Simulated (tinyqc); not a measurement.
Effective-mass impurity with a central-cell term, in a basis of Slater functions: one step, computed by the program tinyqc. Command: `OMP_NUM_THREADS=1 python tinyqc.py 3006497 3006498 out.jsonl centralcell walk`. One thread of a shared host (Intel(R) Xeon(R) Processor @ 2.30GHz), about 0.01 s of CPU time with the checks.

The envelope obeys H = -nabla^2 - (2/r) [Z + A exp(-kappa r)] in effective units, with kappa = a*/lambda; positive A deepens the well near the core.

Problem. Generalised eigenproblem. (T + V + W) c = E S c with c^T S c = 1 and the largest component positive.

Impurity: donor, one isotropic band.

kinetic T (Ry*):
```
           1          2          3
1     0.1764  0.3203907  0.3637514
2  0.3203907   1.016064   1.845451
3  0.3637514   1.845451   5.852529
```

Coulomb V (Ry*):
```
           1          2          3
1      -1.68  -2.161366  -2.032870
2  -2.161366     -4.032  -5.187278
3  -2.032870  -5.187278    -9.6768
```

central cell W (Ry*):
```
             1            2           3
1  0.002337370  0.008599528  0.03118323
2  0.008599528   0.03164067   0.1147489
3   0.03118323    0.1147489   0.4162789
```

overlap S:
```
          1         2         3
1  1.000000  0.756781  0.358000
2  0.756781  1.000000  0.756781
3  0.358000  0.756781  1.000000
```

Give: two lowest levels; coefficients of the lowest state; <T>; <W>.

Solution.

two lowest levels (Ry*): -3.714  -0.864

coefficients of the lowest state: -0.1657  0.5630  0.5982

<T> = 3.533 Ry*

<W> = 0.2286 Ry*
